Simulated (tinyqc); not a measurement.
Plane-wave Kohn-Sham cycle with exchange-only LDA in a layered model solid, step by step. One step of it, computed by the program tinyqc.

Question. Iteration 2: potential. V_H(G) = 4 pi rho(G)/G^2 for G != 0 (uniform background); v_x = -(3 rho/pi)^(1/3); V = V_ext + V_H + v_x; Fourier components f(G_m) = (1/N) sum_j f(x_j) exp(-i G_m x_j).

A solid whose potential varies along x alone (atomic units):
```
parameter                      value
period a                   11.100000
cross-section of the cell  34.000000
electrons per cell                 2
grid points                       16
plane waves -n..n, n               3
k points                           2
V1 in V1 cos(2 pi x/a)     -0.460000
```

density after iteration 1 (e/bohr^3): 0.00915331  0.00789634  0.00546741  0.00397373  0.00385843  0.00433059  0.00476121  0.00499702  0.00506791  0.00499702  0.00476121  0.00433059  0.00385843  0.00397373  0.00546741  0.00789634

Give: Potentials on the grid; V(G_m), m = 0, 1, 2, ....

Answer.

Potentials on the grid (hartree):
```
x          V_ext      V_H      v_x        V
0.0000   -0.4600   0.0695  -0.2060  -0.5965
0.6937   -0.4250   0.0585  -0.1961  -0.5625
1.3875   -0.3253   0.0325  -0.1735  -0.4663
2.0812   -0.1760   0.0049  -0.1560  -0.3272
2.7750         0  -0.0155  -0.1545  -0.1699
3.4688    0.1760  -0.0274  -0.1605  -0.0118
4.1625    0.3253  -0.0334  -0.1657   0.1262
4.8563    0.4250  -0.0360  -0.1684   0.2206
5.5500    0.4600  -0.0368  -0.1691   0.2541
6.2438    0.4250  -0.0360  -0.1684   0.2206
6.9375    0.3253  -0.0334  -0.1657   0.1262
7.6312    0.1760  -0.0274  -0.1605  -0.0118
8.3250         0  -0.0155  -0.1545  -0.1699
9.0188   -0.1760   0.0049  -0.1560  -0.3272
9.7125   -0.3253   0.0325  -0.1735  -0.4663
10.4062  -0.4250   0.0585  -0.1961  -0.5625
```

V(G_m), m = 0, 1, 2, ... (hartree): -0.1703  -0.2111  -0.0004  -0.0018  -0.0001  0.0003  0.0001
